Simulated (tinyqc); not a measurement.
Short-channel transistor, virtual-source model with series resistance: transfer curves at low and high drain voltage.

The current per gate width is the charge at the top of the source barrier (the virtual source) times its velocity times a saturation function; al and be are fitting constants of the model. Units: I in uA/um, Rs in ohm um, so I Rs = 1e-6 I Rs in volts; Q in uC/cm^2, so I = 1e-4 Q vx0 Fsat with vx0 in cm/s.

Intrinsic voltages Vg' = Vgs - I Rs, Vd' = Vds - 2 I Rs. n = n0 + nd Vd', VT = VT0 - dl Vd', Ff = 1/(1 + exp((Vg' - VT + al Vt/2)/(al Vt))), Q = Cinv n Vt ln(1 + exp((Vg' - VT + al Vt Ff)/(n Vt))), Vdsat = (vx0 L/mu)(1 - Ff) + Vt Ff, Fsat = u/(1 + u^be)^(1/be) with u = Vd'/Vdsat, and I = Q vx0 Fsat per width. I is solved self-consistently. Columns for Vds = 0.05 V and 0.5 V; gm = dI/dVgs at 0.5 V.

Values chosen for this exercise: temperature T = 325 K; inversion capacitance Cinv = 2.05 uF/cm^2; velocity at the virtual source vx0 = 1.8e7 cm/s; apparent mobility mu = 150 cm^2/(V s); channel length L = 12 nm; threshold at zero drain voltage VT0 = 0.336 V; drain-induced barrier lowering dl = 0.141 V/V; subthreshold factor n0 = 1.26; growth of n with drain voltage nd = 0.1 1/V; threshold shift (in units of Vt) from weak to strong inversion al = 3.5; sharpness of saturation be = 1.8; series resistance of each contact Rs = 50 ohm um.

Constants: q = 1.602176634e-19 C, kB = 1.380649e-23 J/K, Vt = kB T/q. Results are converted to the units shown.

Results:
```
Vgs (V)	I, low Vds (uA/um)	I, high Vds (uA/um)	gm (uS/um)
0	0.13204	1.0696	26.375
0.06	0.60818	4.4680	102.12
0.12	2.4962	16.290	327.19
0.19	10.390	57.213	895.14
0.25	27.341	129.52	1510.5
0.31	55.215	235.79	1999.7
0.44	126.97	534.24	2492.9
0.5	157.10	686.64	2578.1
```

Estimate the missing row, Vgs = 0.38 V.

Computed row:
```
Vgs (V)	I, low Vds (uA/um)	I, high Vds (uA/um)	gm (uS/um)
0.38	94.236	388.87	2337.8
```

With this row back in the table: At Vds = 0.5 V the current spans 2.8 decades, from 1.07 to 687 uA/um. Between the first two rows the swing is 96.6 mV a decade, against n Vt ln 10 = 84.5. At Vgs = 0 the higher drain voltage raises the current by a factor of 8.10, at Vgs = 0.5 V by 4.37. The transconductance rises from 26.4 to 2580 uS/um; Cinv vx0, its value in strong inversion and saturation without series resistance, is 3690 uS/um.

Program tinyqc, `OMP_NUM_THREADS=1 python tinyqc.py 2380047 2380048 out.jsonl`; Intel Xeon 2.30GHz, shared host, one thread, about 0.01 s.
